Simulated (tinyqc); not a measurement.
Self-heating of a transistor with one or more fingers, with temperature-dependent conductivity. Inputs raised by 10 %, one at a time. Computed by tinyqc, a small Python program. Command: `OMP_NUM_THREADS=1 python tinyqc.py 3024095 3024096 out.jsonl selfheat sens`. One thread of a shared host (Intel(R) Xeon(R) Processor @ 2.30GHz), about 0.2 s of CPU time with the checks.

N long parallel fingers lie on the top face of a slab whose bottom is held at T_0; the top is otherwise insulated, and heat flows in two dimensions. P in W/mm is 1000 P in W/m.

Inputs (values chosen for the exercise, modelled on indium phosphide):

| quantity | value | unit |
|---|---|---|
| conductivity at the base temperature kappa_0 | 50.2 | W/(m K) |
| exponent m in kappa ~ T^-m | 1.42 | - |
| base temperature T_0 | 358 | K |
| power per gate width P | 0.73 | W/mm |
| fingers N | 3 | - |
| finger pitch s | 38 | micrometre |
| width of the heat source w | 0.15 | micrometre |
| substrate thickness t | 140 | micrometre |
| phonon free path Lambda | 89 | nm |

Power: power rises with temperature.

Method:
- A line source of power P on the top face raises the top at distance x by (P/(pi kappa_0)) g(x), g(x) = -ln tanh(pi x/(4 t)) (the image sum for the slab). On a strip of width w the centre sees the mean of g over the strip, g_0 = 1 + ln(8 t/(pi w)) for w much below t.
- theta_i = (P/(pi kappa_0)) [g_0 + sum over j != i of g(|i - j| s)], with equal powers and constant conductivity; thermal resistance = largest theta/P.
- Kirchhoff transformation for kappa = kappa_0 (T/T_0)^-m: T = T_0 [1 - (m - 1) theta/T_0]^(-1/(m - 1)), where theta is the linear rise.
- The bracket vanishes at the power P T_0/((m - 1) theta).
- Near a source smaller than the free path, Fourier's law overstates the flow. Rough estimate: a strip that emits phonons into a half space adds a resistance times area of 4 Lambda/(3 kappa_0), from the ballistic flux C v Delta T/4 with kappa_0 = C v Lambda/3, so Delta T_b = 4 Lambda P/(3 kappa_0 w); Knudsen number Lambda/w.

Runs:

| input moved | from | to | thermal resistance (K mm/W) | true rise (K) | ballistic rise Delta T_b (K) | true rise / linear rise |
|---|---|---|---|---|---|---|
| base run | - | - | 75.42 | 61.69 | 11.50 | 1.120 |
| conductivity at the base temperature kappa_0 (W/(m K)) | 50.2 | 55.22 | 68.57 | 55.48 | 10.46 | 1.109 |
| exponent m in kappa ~ T^-m | 1.42 | 1.562 | 75.42 | 62.47 | 11.50 | 1.135 |
| power per gate width P (W/mm) | 0.73 | 0.803 | 75.42 | 68.67 | 12.65 | 1.134 |
| finger pitch s (micrometre) | 38 | 41.8 | 74.25 | 60.62 | 11.50 | 1.118 |
| width of the heat source w (micrometre) | 0.15 | 0.165 | 74.82 | 61.14 | 10.46 | 1.119 |
| substrate thickness t (micrometre) | 140 | 154 | 77.20 | 63.32 | 11.50 | 1.124 |
| phonon free path Lambda (nm) | 89 | 97.9 | 75.42 | 61.69 | 12.65 | 1.120 |

Exponents ln(y'/y) / ln(x'/x):

| input | thermal resistance | true rise | ballistic rise Delta T_b | true rise / linear rise |
|---|---|---|---|---|
| conductivity at the base temperature kappa_0 | -1.000 | -1.113 | -1 | -0.113 |
| exponent m in kappa ~ T^-m | 0.000 | 0.132 | 0 | 0.132 |
| power per gate width P | 0.000 | 1.125 | 1 | 0.125 |
| finger pitch s | -0.164 | -0.183 | 0 | -0.019 |
| width of the heat source w | -0.084 | -0.094 | -1 | -0.010 |
| substrate thickness t | 0.245 | 0.274 | 0 | 0.029 |
| phonon free path Lambda | 0.000 | 0.000 | 1 | 0.000 |

To which inputs is each result most sensitive?

Among the inputs moved here: thermal resistance answers most in size to conductivity at the base temperature kappa_0 (exponent -1.000), next to substrate thickness t (+0.245); its exponent is below 0.0005 for exponent m in kappa ~ T^-m, power per gate width P, phonon free path Lambda. Its exponent -1.000 in conductivity at the base temperature kappa_0: the linear problem scales as 1/kappa_0. Its exponent 0.000 in power per gate width P: R is defined for the linear problem. True rise answers most in size to power per gate width P (exponent +1.125), and about equally to conductivity at the base temperature kappa_0 (-1.113); its exponent is below 0.0005 for phonon free path Lambda. Ballistic rise Delta T_b answers most in size to conductivity at the base temperature kappa_0 (exponent -1.000), and about equally to power per gate width P (+1.000), phonon free path Lambda (+1.000), width of the heat source w (-1.000); its exponent is below 0.0005 for exponent m in kappa ~ T^-m, finger pitch s, substrate thickness t. Its exponent -1.000 in width of the heat source w: the ballistic term goes as the flux P/w. True rise / linear rise answers most in size to exponent m in kappa ~ T^-m (exponent +0.132), next to power per gate width P (+0.125); its exponent is below 0.0005 for phonon free path Lambda.

Caution (all rows): the source is narrower than two phonon free paths, so the Fourier result understates the rise at the source.
